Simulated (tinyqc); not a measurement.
Effective mass of the conduction band from tabulated energies, step by step. Values are carried at full precision from step to step, so a last printed digit may differ when a step is redone from the rounded ones.

c = hbar^2/2m0.
Constants: hbar^2/2m0 = 3.80998211 eV angstrom^2; kB = 8.617333262e-05 eV/K.

Parameters, chosen for this exercise (out of a larger set: band of an eight-band Kane model near InSb; not measured data): T = 77 K (temperature).

## Finite differences

Energies along [111], from the band edge:
```
k (1/angstrom)  E (meV)
0.00000          0.0000
0.00170          0.8252
0.00340          3.2695
0.00510          7.2448
0.00680         12.6212
0.00850         19.2462
0.01020         26.9617
0.01190         35.6165
0.01360         45.0739
```

reference mass (curvature of the model at k = 0.0001 1/angstrom) = 0.01330 m0

The band is even in k. m = c k^2/E(k) from the points 1, 2, 4 (k = 0 is point 0); Richardson from points 1 and 2: c/m = [16 E(k1) - E(k2)]/(12 k1^2).

m from points 1, 2, 4 (m0): [0.01334, 0.01347, 0.01396]

m by Richardson = 0.01330 m0

Errors against the reference: +0.32, +1.28 and +4.95 % and +0.01 %. The extrapolation removes the k^4 term.

## Least squares over all points

Fit E = a k^2 (a = sum k^2 E/sum k^4), then E = a k^2 + b k^4 from the normal equations; E in eV; m = c/a.

sums of k^4, k^6, k^8: [7.3265e-08, 1.0789e-11, 1.7219e-15]

sums of k^2 E, k^4 E: [1.8388e-05, 2.6809e-09]

a, one term = 250.99 eV angstrom^2

a and b, two terms: [280.7, -2.021e+05]

m, one and two terms (m0): [0.01518, 0.01357]

The parabola over all points errs by +14.1 % because the weights k^4 favour the outer points; the second term brings the error to +2.0 %.

## The non-parabolic form

E (1 + alpha E) = c k^2/m means that y = c k^2/E is a straight line in E with intercept m and slope m alpha. Fit the line by unweighted least squares over points 1 to 8, E in eV.

y (m0): [0.01334, 0.01347, 0.01368, 0.01396, 0.01430, 0.01470, 0.01515, 0.01563]

m = 0.01330 m0
alpha = 3.893 1/eV

The intercept errs by +0.02 %. The model has Eg = 0.235 eV, and for two bands alpha is near 1/Eg = 4.26 1/eV.

## Which mass for which use

From the fitted m and alpha: momentum mass at energy E, m (1 + 2 alpha E); curvature mass m (1 + 2 alpha E)^3; thermal factors to first order in alpha kT: density of states Nc (1 + 15 alpha kT/4), conductivity mass m (1 + 5 alpha kT). Take E = 3 kT/2.

alpha kT = 0.0258
momentum mass = 0.01433 m0
curvature mass = 0.01664 m0
factor on Nc = 1.0969
thermal conductivity mass = 0.01502 m0

alpha kT is small, so first order serves.

## Checks

- Two-term fit by normal equations against a least-squares routine: both 280.749.

Computed by tinyqc, a small Python program: `OMP_NUM_THREADS=1 python tinyqc.py 1880541 1880542 out.jsonl` (the numbers bound the seed that draws the inputs); one thread of a shared host (Intel(R) Xeon(R) Processor @ 2.30GHz), about 0.01 s for the whole set of steps.
